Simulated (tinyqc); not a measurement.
Angle series: uniform film or islands? Model: X-ray photoelectron analysis of a thin oxide on a semiconductor: attenuation lengths, thickness, angle series and band offsets. Computed by tinyqc, a small Python program. Command: `OMP_NUM_THREADS=1 python tinyqc.py 3112232 3112233 out.jsonl xps walk`. One thread of a shared host (Intel(R) Xeon(R) Processor @ 2.30GHz), about 0.01 s of CPU time with the checks.

The same element is seen in the oxide and in the substrate, at nearly the same kinetic energy; films are flat and uniform, and the work function is ignored.

Inputs (values chosen for the exercise, modelled on SiO2 on silicon):
```
quantity                                          value     unit
photon energy                                       650       eV
binding energy of the core level                   99.4       eV
oxide density                                      2.23   g/cm^3
oxide formula mass                                60.08    g/mol
valence electrons per oxide formula                  16        -
oxide gap                                           8.9       eV
substrate density                                  2.33   g/cm^3
substrate formula mass                            28.09    g/mol
valence electrons per substrate formula               4        -
substrate gap                                      1.12       eV
oxide thickness d                                   2.7       nm
emission angle from the normal                        0  degrees
attenuation length over inelastic mean free path   0.86        -
carbon overlayer                                    0.5       nm
```

Method:
- TPP-2M: lambda = E/(E_p^2 [b ln(c E) - C/E + D/E^2]) in angstrom, E_p = 28.8 sqrt(N_v rho/M), b = -0.10 + 0.944/sqrt(E_p^2 + E_g^2) + 0.069 rho^0.1, c = 0.191/sqrt(rho), U = N_v rho/M, C = 1.97 - 0.91 U, D = 53.4 - 20.8 U, with E = photon energy less binding energy in eV.
- Attenuation length L = factor x lambda.
- R_0 = (rho_o/M_o) L_o/((rho_s/M_s) L_s); peak ratio R = I_ox/I_sub = R_0 [exp(d/(L_o cos theta)) - 1]; hence d = L_o cos theta ln(1 + R/R_0). A carbon layer weakens both peaks alike, by exp(-d_C/(L_o cos theta)) if its L is taken equal to L_o. This R_0 leaves out intrinsic losses from the substrate peak, so calibrated values can be larger.
- Islands: half of the surface carries 2 d and half none, R = R_0 (1/2)(1 - t)/(1/2 + t/2) with t = exp(-2 d/(L_o cos theta)); the apparent thickness is read with the uniform formula.

R_0 = 0.567772

L in the oxide = 1.65394 nm

Against the angle:
```
theta (degrees)  R, uniform  R, islands  apparent d, islands (nm)
0                      2.34     0.52599                    1.0844
20                     2.66     0.53365                    1.0299
35                     3.60     0.54706                    0.9142
45                     5.14     0.55666                    0.7991
55                     9.21     0.56396                    0.6544
65                    26.46     0.56727                    0.4842
75                   310.91     0.56777                    0.2967
```

A uniform film gives d = 2.7 nm at every angle. The island film of the same volume reads 1.08 nm at normal emission and 0.297 nm at 75 degrees; its ratio cannot pass R_0, since the bare half always shows the substrate.

Extremes, crossings and ranges named in words are read from the listed rows.
